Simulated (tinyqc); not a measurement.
# Capacitance measurement on a leaky thin oxide: effects of series resistance and leakage, step by step

Numbers from tinyqc (`OMP_NUM_THREADS=1 python tinyqc.py 2022194 2022195 out.jsonl`; about 0.01 s on one thread of a shared Intel Xeon 2.30GHz). Printed values are rounded.

The device is a capacitance C in parallel with a leakage conductance G, in series with Rs and Ls. An impedance meter reports either a parallel pair (Cp, Gp) from Y = 1/Z = Gp + i w Cp or a series pair (Cs, Rm) from Z = Rm + 1/(i w Cs); w = 2 pi f, dissipation D = Gp/(w |Cp|).

Inputs (values chosen for the exercise); values of the order met in thin-oxide MOS capacitors: relative permittivity of the gate insulator (close to silicon nitride) eox = 7.31; insulator thickness tox = 6 nm; gate area A = 10000 um^2; oxide-equivalent thickness added by the accumulation layer zc = 0.37 nm; oxide-equivalent thickness added by gate depletion zp = 0.3 nm; gate leakage current density, not matched to the thickness Jg = 0.041 A/cm^2; voltage for an e-fold rise of the leakage Vs = 0.19 V; series resistance Rs = 78 ohm; series inductance Ls = 0 nH; measuring frequency f = 10000 Hz.

Constants: eps0 = 8.8541878128e-14 F/cm where lengths are in cm. Results are converted to the units shown.

## True capacitance and conductance

EOT = 3.9 tox/eox; CET = EOT + zc + zp; C = 3.9 eps0 A/CET; G = Jg A/Vs.

EOT = 3.20109 nm
CET = 3.87109 nm
C = 89.2030 pF
G = 21.5789 uS

## What the meter reports

Z = Rs + i w Ls + 1/(G + i w C).

Z = (4.34908-1.12758i) x 1e4 ohm
Cp = 88.9035 pF
Gp = 21.5451 uS
Cs = 1411.48 pF
D = 3.85701

Cp is 0.34 % below C and Cs is 15.8 times it; G Rs = 0.00168, w C Rs = 4.37e-4 and G/(w C) = 3.85.
